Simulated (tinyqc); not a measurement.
# Minority carriers and saturation current of a heavily doped emitter: what changes with what

n-type, parabolic bands, full ionisation. eta = (EF - Ec)/kB T solves N = Nc F12(eta), F12(x) = (2/sqrt(pi)) int_0^infinity sqrt(u)/(1 + exp(u - x)) du. The gap shrinks rigidly by dEg = E1 [ln(N/N0) + sqrt(ln^2(N/N0) + 0.5)], an empirical law that is here taken as the true narrowing.

Inputs (values chosen for the exercise); band and dielectric values those of a made-up semiconductor: temperature T = 350 K; band gap Eg = 1.35 eV; conduction-band density of states at 350 K Nc = 3.86e19 cm^-3; valence-band density of states at 350 K Nv = 2.56e19 cm^-3; energy of the narrowing law E1 = 9.6 meV; density of the narrowing law N0 = 1.1e17 cm^-3; minority-hole mobility mup = 220 cm^2/(V s); Auger coefficient Cn = 1.8e-31 cm^6/s; defect lifetime ts = 0.23 us; emitter width W = 1100 nm; recombination velocity at the contact S = 3.6e5 cm/s.

Constants: q = 1.602176634e-19 C, kB = 1.380649e-23 J/K, Vt = kB T/q. Results are converted to the units shown.

Each table varies one quantity; the others keep the values above.

## Effect of the doping

ni = sqrt(Nc Nv) exp(-Eg/(2 Vt)), Eg in volts; degeneracy factor g = F12(eta) exp(-eta); nie^2 = ni^2 exp(dEg/kB T) g, p0 = nie^2/N; apparent narrowing dEg + kB T ln g. 1/tau = Cn N^2 + 1/ts, D = mup Vt, L = sqrt(D tau); J0 = (q p0 D/L)(s + tanh(W/L))/(1 + s tanh(W/L)), s = S L/D; the share recombining inside is 1 - 1/[cosh(W/L)(1 + tanh(W/L)/s)]. The mobility is held fixed.

Results:

| N (cm^-3) | apparent narrowing (meV) | p0 (cm^-3) | L (nm) | J0 (fA/cm^2) | share inside (%) |
|---|---|---|---|---|---|
| 6.2e17 | 34.364 | 181.18 | 12257 | 1505.2 | 0.53527 |
| 1.4e18 | 49.379 | 132.00 | 11881 | 1096.9 | 0.56948 |
| 3e18 | 63.363 | 97.938 | 10544 | 814.68 | 0.72206 |
| 1.4e19 | 89.694 | 50.245 | 4092.0 | 429.43 | 4.6352 |
| 3.1e19 | 100.27 | 32.217 | 1934.4 | 304.66 | 18.250 |
| 6.8e19 | 105.42 | 17.425 | 890.54 | 232.49 | 54.353 |
| 1.5e20 | 99.497 | 6.4907 | 404.55 | 171.12 | 90.955 |
| 3.3e20 | 71.559 | 1.1684 | 183.96 | 67.518 | 99.747 |

Estimate the missing row, N = 6.5e18 cm^-3.

Computed row:

| N (cm^-3) | apparent narrowing (meV) | p0 (cm^-3) | L (nm) | J0 (fA/cm^2) | share inside (%) |
|---|---|---|---|---|---|
| 6.5e18 | 77.111 | 71.304 | 7450.7 | 596.04 | 1.4374 |

With this row back in the table: The apparent narrowing goes from 34.4 through a maximum of 105 (at N = 6.8e19 cm^-3 among the rows listed) to 71.6 meV. p0 goes as N^(-0.39) between the first two rows and N^(-2.17) between the last two (-1 without narrowing or degeneracy), and J0 falls from 1510 to 67.5 fA/cm^2.

## Approximations to the Fermi level

With u = N/Nc: Boltzmann ln u; Joyce-Dixon ln u + 0.353553 u - 4.95009e-3 u^2 + 1.48386e-4 u^3 - 4.42563e-6 u^4; degenerate limit (3 sqrt(pi) u/4)^(2/3). The Einstein ratio is D/(mu Vt) = F12/Fm, Fm(x) = dF12/dx = (1/sqrt(pi)) int_0^infinity u^(-1/2)/(1 + exp(u - x)) du.

Approximations to the Fermi level:

| N (cm^-3) | N/Nc | eta | Boltzmann | Joyce-Dixon | degenerate | D/(mu Vt) |
|---|---|---|---|---|---|---|
| 2.2e18 | 0.05699 | -2.845 | -2.865 | -2.845 | 0.1791 | 1.020 |
| 4.9e18 | 0.1269 | -2.019 | -2.064 | -2.019 | 0.3054 | 1.045 |
| 1.1e19 | 0.2850 | -1.155 | -1.255 | -1.155 | 0.5236 | 1.100 |
| 2.4e19 | 0.6218 | -0.2573 | -0.4752 | -0.2573 | 0.8807 | 1.216 |
| 5.3e19 | 1.373 | 0.7935 | 0.3170 | 0.7935 | 1.494 | 1.468 |
| 1.2e20 | 3.109 | 2.190 | 1.134 | 2.190 | 2.575 | 2.015 |
| 2.6e20 | 6.736 | 4.102 | 1.907 | 4.101 | 4.312 | 3.038 |
| 5.8e20 | 15.03 | 7.246 | 2.710 | 7.182 | 7.362 | 4.990 |
| 1.3e21 | 33.68 | 12.54 | 3.517 | 9.784 | 12.61 | 8.450 |

What does the comparison show?

Boltzmann is within 0.1 of eta up to N/Nc = 0.13, Joyce-Dixon within 0.01 up to 6.7, and the degenerate limit is off by 0.066 in the last row. The Einstein ratio rises from 1.02 to 8.45: degenerate carriers diffuse faster for the same mobility.

Range of the model: Band tails, non-parabolic bands and incomplete ionisation are left out.

Program tinyqc, `OMP_NUM_THREADS=1 python tinyqc.py 2330046 2330047 out.jsonl`; Intel Xeon 2.30GHz, shared host, one thread, about 0.01 s.
